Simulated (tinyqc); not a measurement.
Classical Heisenberg spin chain: exact results, Metropolis, heat-bath and over-relaxation steps, and a Monte Carlo run: one step, computed by the program tinyqc. Command: `OMP_NUM_THREADS=1 python tinyqc.py 3130288 3130289 out.jsonl heismc walk`. One thread of a shared host (Intel(R) Xeon(R) Processor @ 2.30GHz), about 0.3 s of CPU time with the checks.

E = -J sum_i s_i . s_(i+1) for unit vectors s_i on an open chain; K = J/(k_B T).

Task: Exact results. Each bond angle is independent, so u = <s_i . s_(i+1)> = coth K - 1/K, <s_i . s_(i+n)> = u^n, correlation length xi = -1/ln|u|, energy per bond -J u, heat capacity per bond c/k_B = 1 - K^2/sinh^2 K, and for the long chain chi = mu^2 (1 + u)/(3 k_B T (1 - u)) per spin.

Inputs (values chosen for the exercise, for a model chain of large moments): coupling J = -9.9 meV; temperature T = 132 K; moment mu = 5.4 mu_B.

Constants: k_B = 8.617333262e-05 eV/K; mu_B = 5.7883818060e-05 eV/T.

Give: K; u; xi; energy per bond; heat capacity; chi over the Curie value; chi.

Result:

K = -0.8703

u = -0.2764

xi = 0.7778 sites

energy per bond = -2.737 meV

heat capacity = 0.2184 k_B/bond

chi over the Curie value = 0.5669

chi = 0.02804 mu_B/T per spin
